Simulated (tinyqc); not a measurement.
Thermal stress, cracking, delamination and buckling of a thin film; Griffith cracks and misfitting inclusions. Changing the deposition temperature T_d. Computed by tinyqc, a small Python program. Command: `OMP_NUM_THREADS=1 python tinyqc.py 3000441 3000442 out.jsonl filmcrack sweep`. One thread of a shared host (Intel(R) Xeon(R) Processor @ 2.30GHz), about 0.01 s of CPU time with the checks.

Isotropic linear elasticity; the substrate is much thicker than the film; stress is positive in tension.

Inputs (values chosen for the exercise, modelled on a tungsten film on silicon):

| quantity | value | unit |
|---|---|---|
| film Young's modulus E | 396 | GPa |
| film Poisson ratio nu | 0.28 | - |
| film expansion alpha_f | 4.29 | 1e-6/K |
| substrate expansion alpha_s | 3.3 | 1e-6/K |
| final temperature T | 300 | K |
| intrinsic stress | -610 | MPa |
| film thickness h | 0.085 | micrometre |
| substrate Young's modulus E_s | 162 | GPa |
| substrate Poisson ratio nu_s | 0.25 | - |
| inclusion radius R | 0.77 | micrometre |

Inclusion: long cylinder (a filled via).

Method. Thermal strain = (alpha_f - alpha_s)(T_d - T); stress = E/(1 - nu) x strain + intrinsic stress; plane-strain modulus Ebar = E/(1 - nu^2); G0 = stress^2 h/(2 Ebar) is the energy freed per area when a long strip loses its stress across its width. Film material fills a long cylinder of radius R in the substrate, with the misfit e = thermal strain (it wants to shrink if e > 0). With the axial strain held by the substrate, s0 = (1 + nu) e/[(1 + nu)(1 - 2 nu)/E + (1 + nu_s)/E_s]; inside s_rr = s_tt = s0 and s_zz = E e + 2 nu s0; outside s_rr = s0 (R/r)^2, s_tt = -s_rr. Keep-out radius: where |s_rr| falls to 10 MPa (R if it is lower at the wall).

One run for each value:

| deposition temperature T_d (K) | film stress (MPa) | G0 (J/m^2) | radial stress at the wall s0 (MPa) | keep-out radius (micrometre) |
|---|---|---|---|---|
| 350 | -582.7750 | 0.03359 | 6.9 | 0.770 |
| 525 | -487.4875 | 0.02351 | 31.2 | 1.360 |
| 612 | -440.1160 | 0.01916 | 43.3 | 1.602 |
| 700 | -392.2000 | 0.01521 | 55.5 | 1.813 |
| 788 | -344.2840 | 0.01172 | 67.7 | 2.003 |
| 875 | -296.9125 | 0.00872 | 79.7 | 2.174 |
| 962 | -249.5410 | 0.00616 | 91.8 | 2.333 |
| 1050 | -201.6250 | 0.00402 | 104.0 | 2.483 |

Give the missing row, deposition temperature T_d (K) = 438.

Computed row; columns: (1) deposition temperature T_d (K); (2) film stress (MPa); (3) G0 (J/m^2); (4) radial stress at the wall s0 (MPa); (5) keep-out radius (micrometre):
```
(1)        (2)      (3)   (4)    (5)
438  -534.8590  0.02830  19.1  1.065
```

Interpolating between the two neighbouring rows (linearly) misses most in G0 (J/m^2), by 0.79 %. Over the rows, film stress (MPa) rises from -583 to -202 (exponent d ln y / d ln x -0.38 between the first rows and -2.4 between the last); G0 (J/m^2) falls from 0.0336 to 0.00402 (exponent d ln y / d ln x -0.77 between the first rows and -4.9 between the last); radial stress at the wall s0 (MPa) rises from 6.93 to 104 (exponent d ln y / d ln x 4.5 between the first rows and 1.4 between the last). The stress changes by 0.544 MPa per kelvin, E (alpha_f - alpha_s)/(1 - nu).
